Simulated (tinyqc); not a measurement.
Permeation of metal atoms or ions through a thin barrier or dielectric: time lag, field-aided drift and lifetime: one step, computed by the program tinyqc. Command: `OMP_NUM_THREADS=1 python tinyqc.py 3029131 3029132 out.jsonl barrier walk`. One thread of a shared host (Intel(R) Xeon(R) Processor @ 2.30GHz), about 0.01 s of CPU time with the checks.

The film 0 < x < d is empty at first; C = C0 at x = 0 and C = 0 at x = d. dC/dt = D d2C/dx2 - v dC/dx with drift v = D z e V/(k_B T d) (uniform field, no space charge).

Task: Steady flux and time lag. Steady flux J = (D C0/d) P/(1 - exp(-P)); time lag in units of d^2/D: s_L = [P (1 + exp(-P))/(1 - exp(-P)) - 2]/P^2 (P = 0: J = D C0/d, s_L = 1/6).

Inputs (values chosen for the exercise, for a model case: singly charged ions through a dielectric): thickness d = 20 nm; concentration at the source side C0 = 3.3e+14 1/cm^3; test temperature T = 300 C.

Peclet number P = 1.295802

diffusivity D = 1.111348e-15 cm^2/s

time scale d^2/D = 3599.234 s

Give: flux relative to D C0/d; steady flux J; time lag s_L; time lag.

Result:

flux relative to D C0/d = 1.7841

steady flux J = 3.2715e+05 1/(cm^2 s)

time lag s_L = 0.16218

time lag = 583.73 s

Drift and diffusion both act.
